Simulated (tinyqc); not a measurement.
## Trap density from the barrier height

Inverse problem. In a partly depleted grain with all boundary traps filled, 2 N W = Qt and VB = q N W^2/(2 eps0 eps_r). Find Qt, W and the doping at which VB would equal Vt.

Values chosen for this exercise:
- T = 250 K (temperature)
- eps_r = 11.7 (relative permittivity)

Constants: q = 1.602176634e-19 C, kB = 1.380649e-23 J/K, Vt = kB T/q, eps0 = 8.8541878128e-14 F/cm where lengths are in cm. Results are converted to the units shown.

doping = 9.2e17 cm^-3
barrier height = 0.053794510 V

Solution. Eliminating W gives VB = q Qt^2/(8 eps0 eps_r N), which falls as 1/N.

Qt = 1.600e12 cm^-2
W = 8.696 nm
doping for VB = Vt = 2.297e18 cm^-3

tinyqc, about 0.01 s, one thread, Intel Xeon 2.30GHz (shared host): `OMP_NUM_THREADS=1 python tinyqc.py 2830246 2830247 out.jsonl`
